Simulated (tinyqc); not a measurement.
Floating body of a partially depleted SOI transistor: body voltage and kink: one step of the calculation.

Source at 0 V. Channel current Ic = 2 nf K Vt^2 [F(0) - F(Vd)](1 + la Vd), F(V) = ln^2(1 + exp((Vg - VT - nf V)/(2 nf Vt))), VT = VT0 - gb Vb. Saturation voltage Vs = 2 Vt sqrt(F(0)) + 3 Vt, excess Ve = (Vd - Vs + sqrt((Vd - Vs)^2 + 0.0004 V^2))/2, multiplication M1 = Ai Ve exp(-Bl/Ve). Each junction passes D(v) = J1 (exp(v/Vt) - 1) + J2 (exp(v/(2 Vt)) - 1). Bipolar current Ib = bb J1 (exp(Vb/Vt) - 1). The body settles where M1 (Ic + Ib) = D(Vb) + D(Vb - Vd) + Vb/Rb; drain current Id = (1 + M1)(Ic + Ib) - D(Vb - Vd).

Problem. New Vb. Current into the body I_in = M1 (Ic + Ib) - D(Vb - Vd), current out I_out = D(Vb) + Vb/Rb; f = ln(I_in/I_out), s = df/dVb by central differences over 1e-5 V, Vb(new) = Vb - f/s.

Inputs (values chosen for the exercise); values of the order met in partially depleted silicon-on-insulator transistors:
- T = 358 K (temperature)
- VT0 = 0.46 V (threshold at zero body voltage)
- gb = 0.26 (fall of the threshold per volt of body voltage)
- nf = 1.3 (slope factor)
- K = 130 uA/(V^2 um) (gain factor per width)
- la = 0.07 1/V (channel-length modulation factor)
- Ai = 1.12 1/V (impact-ionisation prefactor)
- Bl = 8.4 V (impact-ionisation voltage)
- J1 = 1.5e-11 uA/um (diffusion saturation current of each junction)
- J2 = 3.2e-7 uA/um (recombination saturation current of each junction)
- bb = 0.5 (gain of the lateral bipolar transistor on the diffusion current)
- Rb = 1e9 kohm um (resistance of a weak body tie to the source (1e9 stands for no tie, and the term is then dropped))
- Vg = 0.95 V (gate voltage)
- Vd = 1.7 V (drain voltage)

Constants: q = 1.602176634e-19 C, kB = 1.380649e-23 J/K, Vt = kB T/q. Results are converted to the units shown.

Vb at the start = 0.68 V

Find: Ic; Ve; M1; I_in; I_out; f; s; Vb after iteration 1.

Solution.

Ic = 24.88 uA/um
Ve = 1.095 V
M1 = 5.698e-4
I_in = 0.01419 uA/um
I_out = 0.07565 uA/um
f = -1.674
s = -28.99 1/V
Vb after iteration 1 = 0.6223 V

Range of the model: The multiplication law is an empirical form chosen for the exercise; self-heating and capacitive coupling to the body are left out, and the linear laws are rough once Vb passes about 0.7 V or M1 about 0.1.

Computed by the program tinyqc: `OMP_NUM_THREADS=1 python tinyqc.py 2182158 2182159 out.jsonl`, one thread of a shared Intel Xeon 2.30GHz, about 0.2 s for the whole run.
